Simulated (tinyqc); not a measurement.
Schottky barrier on an n-type semiconductor with a doping step, non-linear Poisson equation by Newton steps: two steps of the calculation.

One dimension, metal at x = 0, donor density C(x) = N1 for x < x1 and Nd beyond. Energies are counted from the electron Fermi level of the semiconductor and the conduction-band edge is Ec = -psi, so n = Nc exp(psi/Vt); holes follow the Fermi level of the metal, at -V, so p = Nv exp((V - psi - Eg)/Vt). Ends: psi(0) = V - phiB and psi = Vt ln(Nd/Nc) deep inside. Boltzmann statistics, full ionisation, no current, no image force in the Poisson equation.

Parameters, values chosen for the exercise; band and dielectric values close to those of gallium arsenide:

| symbol | value | unit | meaning |
|---|---|---|---|
| T | 293 | K | temperature |
| Eg | 1.39 | eV | band gap |
| eps_r | 12.8 |  | relative permittivity |
| Nc | 4.22e17 | cm^-3 | conduction-band density of states at T |
| Nv | 8.57e18 | cm^-3 | valence-band density of states at T |
| Nd | 7.5e15 | cm^-3 | donor density deep in the semiconductor |
| phiB | 0.62 | eV | barrier height |
| V | 0 | V | bias of the metal against the semiconductor |

Constants: q = 1.602176634e-19 C, kB = 1.380649e-23 J/K, Vt = kB T/q, eps0 = 8.8541878128e-14 F/cm where lengths are in cm. Results are converted to the units shown.

Task 1. End potentials, built-in voltage, Debye length. psi_0 = V - phiB, psi_b = Vt ln(Nd/Nc), Vbi = phiB - Vt ln(Nc/Nd), LD = sqrt(eps0 eps_r Vt/(q Nd)), W = sqrt(2 eps0 eps_r (Vbi - V)/(q Nd)), hole density at the metal p_0 = Nv exp((phiB - Eg)/Vt).

Find: psi_0; psi_b; Vbi; LD; W for uniform Nd; p_0.

Result 1.

psi_0 = -0.62000 V
psi_b = -0.10176 V
Vbi = 0.51824 V
LD = 48.799 nm
W for uniform Nd = 312.66 nm
p_0 = 4.8810e5 cm^-3

The hole density at the metal is 6.5e-11 times Nd, so holes hardly matter.

Task 2. Newton step. Solve the tridiagonal system a_(i-1) d_(i-1) + b_i d_i + a_i d_(i+1) = -F_i for nodes 1 to 12, with d = 0 on fixed nodes. If the largest |d| exceeds 4 Vt, the whole step is scaled down so that it equals 4 Vt.

coupling a_i, interval 0 to 12 (F/cm^2): 3.3333413e-7  2.8911634e-7  2.5297679e-7  2.1383699e-7  1.8888934e-7  1.6425160e-7  1.4166701e-7  1.2318870e-7  1.0691849e-7  9.2896397e-8  7.9812397e-8  7.1730129e-8  5.9649265e-8

```
node  diagonal b (F/cm^2)  residual F (C/cm^2)
1           -6.2245047e-7        2.2283072e-10
2           -5.4209313e-7        2.5570737e-10
3           -4.6681379e-7        2.9771641e-10
4           -4.0272633e-7        3.4398717e-10
5           -3.5314096e-7        3.9269299e-10
6           -3.0591868e-7        4.5357428e-10
7           -2.6485606e-7         1.0334030e-8
8           -2.3010917e-7         1.1896112e-8
9           -1.9982902e-7         1.3698254e-8
10          -1.7284294e-7         1.5858162e-8
11          -1.5330776e-7         1.7979917e-8
12          -1.6262699e-7         2.0119441e-8
```

psi at the start, node 0 to 13 (V): -0.62000000  -0.60519301  -0.58812141  -0.56861102  -0.54552953  -0.51939954  -0.48935005  -0.45451006  -0.41444408  -0.36828109  -0.31515011  -0.25330914  -0.18450016  -0.10175519

Find: Newton step d, before damping; psi after iteration 1.

Result 2.

Newton step d, before damping, node 1 to 12 (V): 0.103  0.220  0.354  0.510  0.685  0.885  1.112  1.290  1.384  1.345  1.103  0.610
psi after iteration 1, node 0 to 13 (V): -0.6200  -0.5977  -0.5720  -0.5428  -0.5083  -0.4694  -0.4248  -0.3734  -0.3203  -0.2673  -0.2170  -0.1728  -0.1400  -0.1018

Program tinyqc, `OMP_NUM_THREADS=1 python tinyqc.py 2020078 2020079 out.jsonl`; Intel Xeon 2.30GHz, shared host, one thread, about 0.08 s.
